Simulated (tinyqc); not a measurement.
What moves the results: averaged masses of warped heavy- and light-hole bands. A value that a table varies takes the place of the one given here.

Four-band hole energies E = c k^2 f(u), c = hbar^2/2m0, f = g1 -/+ 2 sqrt(g2^2 + 3 (g3^2 - g2^2) s), s = ux^2 uy^2 + uy^2 uz^2 + uz^2 ux^2 for the unit vector u; minus for heavy, plus for light holes; the mass along u is 1/f.

Grid: n x n midpoints in cos(theta) from 0 to 1 and phi from 0 to pi/2, equal weights. m_d = <f^(-3/2)>^(2/3). Conductivity mass for one scattering time: 1/m_c = <|w|^2 f^(-5/2)>/<f^(-3/2)> with w = grad_k(k^2 f)/(2 k), that is |w|^2 = f^2 + |angular gradient of f|^2/4.

Inputs chosen for the exercise (out of a larger set: near those of InSb; not measured data): g1 = 34.49 (Luttinger gamma1); g2 = 15.61 (gamma2); g3 = 16.27 (gamma3).

## Ways to average over directions

Heavy and light m_d on grids of growing n, against n = 160; also the three-direction rule <F> = (10 F[100] + 16 F[110] + 9 F[111])/35 and the spherical masses 1/(g1 (1 -/+ mu)), mu = (6 g3 + 4 g2)/(5 g1).

Masses (m0):
```
method,heavy,light,error heavy (%),error light (%)
grid n = 1,0.5076,0.0149,22.70,-0.75
grid n = 2,0.4210,0.0150,1.76,-0.12
grid n = 3,0.4173,0.0150,0.87,-0.05
grid n = 5,0.4148,0.0150,0.27,-0.02
grid n = 10,0.4139,0.0150,0.07,-0.01
grid n = 160,0.4137,0.0150,0.00,0.00
three directions,0.4239,0.0150,2.47,0.01
spherical,0.4036,0.0150,-2.45,0.00
[100] alone,0.3058,0.0152,-26.07,1.21
```

How do the results move?

The heavy mass is within 1 % from grid n = 3 on. Three directions err by +2.47 %, the spherical form by -2.45 % and [100] alone by -26.1 %; for light holes the same three err by +0.01, 0.00 and +1.2 %. The power -3/2 weights the heavy directions near [111], which a mean of f misses.

## Cyclotron masses against the field direction

For the central orbit m_cyc is the mean of 1/f(u) over the directions u normal to B (360 points on the circle). B lies in the (1-10) plane at the angle from [001]; 54.7 degrees is [111], 90 is [110].

Masses (m0):
```
angle (degrees),heavy,light
0.0,0.3669,0.0151
15.0,0.3796,0.0151
30.0,0.4102,0.0150
45.0,0.4353,0.0150
54.7,0.4396,0.0150
70.0,0.4345,0.0150
90.0,0.4291,0.0150
```

What can be read from the table?

The heavy mass is smallest at 0 and largest at 54.7 degrees of the angles listed, a spread of 20 %; the light mass varies by 0.8 %. The orbit normal to [001] has s between 0 and 1/4, the orbit normal to [111] has s = 1/4 all round, which gives 1/(g1 - sqrt(g2^2 + 3 g3^2)) = 0.4396. This is the classical limit; low Landau levels of holes depart from it.

## Several materials

The inputs are values chosen for the exercise; n = 40; delta = (g3 - g2)/g1.

Results:
```
case,g1,g2,g3,m_d heavy,m_c heavy,m_d light,delta
A near GaAs,6.94,2.07,2.91,0.615,0.485,0.0825,0.121
B near InAs,20.13,8.55,9.21,0.461,0.417,0.0263,0.033
C near GaP,4.07,0.49,1.25,0.501,0.440,0.1656,0.187
D near GaSb,13.37,4.68,5.96,0.450,0.338,0.0412,0.096
E near InP,5.11,1.60,2.11,0.824,0.694,0.1119,0.100
F near Ge,13.41,4.24,5.66,0.337,0.272,0.0423,0.106
```

What can be read from the table?

Heavy masses span a factor of 2.4 and light ones 6.3: the coupling to the conduction band adds to g1, 2 g2 and 2 g3 alike, so it cancels for heavy holes and doubles for light ones. The ratio m_c/m_d of the heavy holes is lowest for D (0.75); delta is largest for C; the heavy band feels the warping rather through (g3 - g2)/(g1 - 2 g3), which runs from 0.39 to 0.88 here and is 0.88 for the case with the lowest ratio.

## What each parameter does

n = 40. Each row changes one parameter from the base and keeps the others.

Results:
```
case,m_d heavy (m0),m_c heavy (m0),m_d light (m0),m_c light (m0)
base,0.4137,0.3804,0.0150,0.0150
g1 = 33.455,0.7436,0.5896,0.0153,0.0153
g2 = 15.142,0.3704,0.3105,0.0151,0.0151
g3 = 16.758,0.6008,0.4060,0.0149,0.0149
```

What can be read from the table?

The largest shifts from the base row, up to three for each result and ties (the steps differ in size, so this ranks the rows, not the parameters). m_d heavy (m0): g1 +0.3299, g3 +0.1871, g2 -0.0433. m_c heavy (m0): g1 +0.2091, g2 -0.0700, g3 +0.0256. m_d light (m0): g1 +0.0002, g3 -0.0001, g2 +0.0001. m_c light (m0): g1 +0.0002, g3 -0.0001, g2 +0.0001.

Program tinyqc; command `OMP_NUM_THREADS=1 python tinyqc.py 1051428 1051429 out.jsonl`; about 0.03 s on one thread of a shared Intel(R) Xeon(R) Processor @ 2.30GHz.
